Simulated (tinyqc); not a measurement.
Convergence with the mesh: density of states of one tight-binding band on the triangular lattice.

E(k) = -2 t (cos 2 pi k1 + cos 2 pi k2 + cos 2 pi (k1 + k2)); k in fractions of the reciprocal vectors, mesh k_i = j/N with j = 0 .. N-1. Densities are per cell and per spin, so the band holds one state.

Each cell of the mesh is cut along (i+1, j)-(i, j+1) into two triangles. For corner energies e1 <= e2 <= e3 and eij = ei - ej, the share of the triangle below E is n = (E - e1)^2/(e21 e31) for e1 < E < e2 and n = 1 - (e3 - E)^2/(e31 e32) for e2 < E < e3; its density of states is g = dn/dE.

Gaussian broadening: g(E) = mean over the mesh of exp(-(E - E_k)^2/(2 sigma^2))/(sigma sqrt(2 pi)), n(E) = mean of erfc((E_k - E)/(sigma sqrt 2))/2.

Values chosen for the exercise: t = 2.35 eV (nearest hopping); E = 1.08 eV (energy at which the density is wanted); sigma = 0.705 eV (Gaussian width).

At the energy E; the plain count is the share of mesh points below E; the reference is the linear method with N = 240.

Results:
```
N   points  g linear  n linear  g Gaussian  n Gaussian  n plain count
4       16    0.0644    0.4890      0.0000      0.4375         0.4375
6       36    0.0642    0.4626      0.0292      0.5173         0.5278
8       64    0.0592    0.4524      0.0577      0.4829         0.4844
12     144    0.0513    0.4526      0.0479      0.4392         0.4236
16     256    0.0537    0.4521      0.0454      0.4571         0.4727
24     576    0.0522    0.4515      0.0508      0.4526         0.4392
48    2304    0.0523    0.4511      0.0527      0.4529         0.4536
```

reference n and g: 0.4510  0.0519

The linear n(E) stays within 0.002 of the reference from N = 8 on. The Gaussian g still moves by more than 1 % between the last two meshes. At the last mesh it lies +0.001 1/eV from the reference g and the linear g 0.000. The plain count errs by +0.0026 at the last mesh.

Run: tinyqc, `OMP_NUM_THREADS=1 python tinyqc.py 1651730 1651731 out.jsonl`; Intel(R) Xeon(R) Processor @ 2.30GHz, one thread, shared host; about 0.09 s of CPU time with all checks.
